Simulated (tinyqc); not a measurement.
# p-n diode with diffusion and depletion-layer recombination: effect of the recombination velocity at the n contact

Abrupt junction in the depletion approximation, low injection, full ionisation, neutral widths fixed, ohmic contact on the p side. Vj is the junction voltage; where a series resistance Rs is given, V = Vj + J Rs is the terminal voltage.

ni = sqrt(Nc Nv) exp(-Eg/(2 Vt)), Eg in volts; D = mu Vt; Ln = sqrt(Dn tn), Lp = sqrt(Dp tp); J0n = q ni^2 Dn coth(wp/Ln)/(Ln Na); J0p = (q ni^2 Dp/(Lp Nd)) (s + tanh(wn/Lp))/(1 + s tanh(wn/Lp)), s = Sp Lp/Dp. J_diff = (J0n + J0p)(exp(Vj/Vt) - 1). Vbi = Vt ln(Na Nd/ni^2), W = sqrt(2 eps0 eps_r (Vbi - Vj)(1/Na + 1/Nd)/q), xp = W Nd/(Na + Nd), xn = W Na/(Na + Nd); u(x) = q Na (x + xp)^2/(2 eps0 eps_r) for x < 0 and Vbi - Vj - q Nd (xn - x)^2/(2 eps0 eps_r) for x > 0; p = Na exp(-u/Vt), n = Nd exp((u - Vbi + Vj)/Vt); U = ni^2 (exp(Vj/Vt) - 1)/(tp (n + ni exp(Et/Vt)) + tn (p + ni exp(-Et/Vt))); J_scr = q times the integral of U from -xp to xn. J = J_diff + J_scr.

Parameters, values chosen for the exercise; band and dielectric values those of a made-up semiconductor: temperature T = 273 K; band gap Eg = 1.57 eV; relative permittivity eps_r = 14.2; conduction-band density of states at T Nc = 3.72e17 cm^-3; valence-band density of states at T Nv = 1.17e19 cm^-3; acceptor density Na = 8e16 cm^-3; donor density Nd = 1.9e16 cm^-3; electron mobility in the p side mun = 2300 cm^2/(V s); hole mobility in the n side mup = 140 cm^2/(V s); electron lifetime tn = 3e-6 s; hole lifetime tp = 6e-9 s; neutral width of the p side wp = 2.1 um; neutral width of the n side wn = 2.7 um; trap level above the intrinsic level Et = 0 eV; junction voltage at which recombination is evaluated Vj = 0.91 V.

Constants: q = 1.602176634e-19 C, kB = 1.380649e-23 J/K, Vt = kB T/q, eps0 = 8.8541878128e-14 F/cm where lengths are in cm. Results are converted to the units shown.

The same in every row: J0n (A/cm^2) = 2.334e-23; J_scr (A/cm^2) = 2.885e-6; wn/Lp = 1.921.

Effect of the recombination velocity at the n contact:
```
Sp (cm/s),J0p (A/cm^2),J_diff (A/cm^2),J_scr/J (%)
1,8.560e-24,2.009e-6,58.94
10,8.560e-24,2.009e-6,58.94
100,8.563e-24,2.009e-6,58.94
1000,8.590e-24,2.011e-6,58.92
10000,8.782e-24,2.023e-6,58.78
1e5,9.176e-24,2.048e-6,58.48
1e6,9.309e-24,2.056e-6,58.38
1e7,9.325e-24,2.058e-6,58.37
```

What does the table show?

As Sp goes from 1 to 1e7, J0p rises from 8.56e-24 to 9.33e-24 A/cm^2, J_scr stays at 2.88e-6 A/cm^2 and its share falls from 58.9 to 58.4 %. J0p crosses its long-base value at Sp = Dp/Lp = 23400 cm/s; with wn/Lp = 1.9 the contact changes it by a factor of 1.09 over the table.

tinyqc, about 0.01 s, one thread, Intel Xeon 2.30GHz (shared host): `OMP_NUM_THREADS=1 python tinyqc.py 2260141 2260142 out.jsonl`
